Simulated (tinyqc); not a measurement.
Inside a calculation. Model: AlGaN/GaN HEMT with access regions, lumped model.

Program tinyqc, `OMP_NUM_THREADS=1 python tinyqc.py 2570157 2570158 out.jsonl`; Intel Xeon 2.30GHz, shared host, one thread, about 0.04 s. Printed values are rounded.

A polarisation-induced electron sheet under a Schottky gate, in series with two ungated access regions and contacts. Drift law v = mu E/(1 + mu E/vs) under the gate. Currents in mA/mm, resistances in ohm mm. No self-heating, no channel-length modulation; fits for polarisation, barrier and offset are chosen for the exercise.

Parameters, values chosen for the exercise; values close to those of AlGaN/GaN structures: aluminium share of the barrier x = 0.32; barrier thickness d = 18 nm; relative permittivity of barrier and channel eps_r = 9.6; channel mobility mu = 1900 cm^2/(V s); saturation velocity vs = 1.6e7 cm/s; gate length Lg = 1.5 um; source access length Ls = 1 um; drain access length Ld = 12 um; resistance of each contact Rc = 0.42 ohm mm; share of the drain-access electrons removed by traps ft = 0; gate voltage Vg = -0.5 V; drain voltage Vd = 2 V; critical field Ec = 2.8 MV/cm; depth over which the depleted charge spreads te = 0.32 um; insulator under the field plate tf = 200 nm; relative permittivity of that insulator ei = 7.

Constants: q = 1.602176634e-19 C, eps0 = 8.8541878128e-14 F/cm where lengths are in cm. Results are converted to the units shown.

## Polarisation charge, threshold and sheet resistance

sigma = (5e13 x + 1.6e13 x^2) cm^-2, phiB = 0.84 + 1.3 x, dEc = 0.7 (1.71 x + x^2) in volts, Cb = eps0 eps_r/d, VT = phiB - dEc - q sigma/Cb, access density n0 = -Cb VT/q. Rsh = 1/(q mu n0); largest access current q n0 vs.

sigma = 1.76384e13 cm^-2
Cb = 0.472223 uF/cm^2
VT = -5.18314 V
n0 = 1.52767e13 cm^-2
Rsh = 215.033 ohm
q n0 vs = 3916.16 mA/mm

## Iteration 1: drain current

I at the start = 390 mA/mm

Access resistance R(L, n) = L/(q mu n sqrt(1 - (I/(q n vs))^2)); Rs = Rc + R(Ls, n0), Rd = Rc + R(Ld, (1 - ft) n0). Vg' = Vg - I Rs, Vd' = Vd - I (Rs + Rd); with u = Vg' - VT, Vc = vs Lg/mu and w the smaller of Vd' and Vc [sqrt(1 + 2 u/Vc) - 1] (0 if negative), the channel gives (mu Cb/Lg)(u w - w^2/2)/(1 + w/Vc). I(new) = I + 0.2 (channel current - I).

Rs = 0.636108 ohm mm
Rd = 3.01329 ohm mm
Vg' = -0.748082 V
Vd' = 0.576734 V
channel current = 982.092 mA/mm
I after iteration 1 = 508.418 mA/mm

## Iteration 2: drain current

As before.

Rs = 0.636869 ohm mm
Rd = 3.02243 ohm mm
Vg' = -0.823796 V
Vd' = 0.139547 V
channel current = 322.430 mA/mm
I after iteration 2 = 471.221 mA/mm

## Course of the iteration: drain current

Stop when I changes by less than 1e-6 mA/mm, or after 60 iterations. I must stay below q (1 - ft) n0 vs.

Course of the iteration:
```
iteration	I (mA/mm)	|change| (mA/mm)
1	508.418	118
2	471.221	37.2
3	492.424	21.2
4	481.689	10.7
5	487.542	5.85
6	484.462	3.08
7	486.115	1.65
8	485.237	0.878
9	485.706	0.469
...	...	...
22	485.543	1.32e-4
23	485.543	7.05e-5
24	485.543	3.76e-5
25	485.543	2.01e-5
26	485.543	1.07e-5
27	485.543	5.70e-6
28	485.543	3.04e-6
29	485.543	1.62e-6
30	485.543	8.65e-7
```

Converged in 30 iterations. At the end each change is about 0.53 times the one before, with alternating sign: linear convergence. Of Vd, 11.2 % reaches the channel; the access current is 12 % of its limit.

## On-resistance and breakdown

sigma = (5e13 x + 1.6e13 x^2) cm^-2, phiB = 0.84 + 1.3 x, dEc = 0.7 (1.71 x + x^2) in volts, Cb = eps0 eps_r/d, VT = phiB - dEc - q sigma/Cb, access density n0 = -Cb VT/q. Ron = 2 Rc + Ls/(q mu n0) + Ld/(q mu (1 - ft) n0) + Lg/(mu Cb (Vg - VT)). Off state: a depleted stretch that holds the voltage V has the peak field sqrt(k V), k = 2 q n0/(eps0 eps_r te), so one edge holds V1 = Ec^2/k. The sheet under the plate pinches off at Vf = q n0 (1/Cb + tf/(eps0 ei)); beyond it the gate edge is screened. BV = V1 if Vf >= V1, else Vf + V1, and at most Ec Ld. Specific resistance Ron (Ls + Lg + Ld); figure of merit BV^2 over it.

Ron = 3.99242 ohm mm
Vf = 84.1643 V
V1 = 43.5628 V
BV = 43.5628 V
specific resistance = 0.578901 mohm cm^2
figure of merit = 3.27813 MW/cm^2

The plate pinches off too late to screen the gate edge, so it adds nothing.
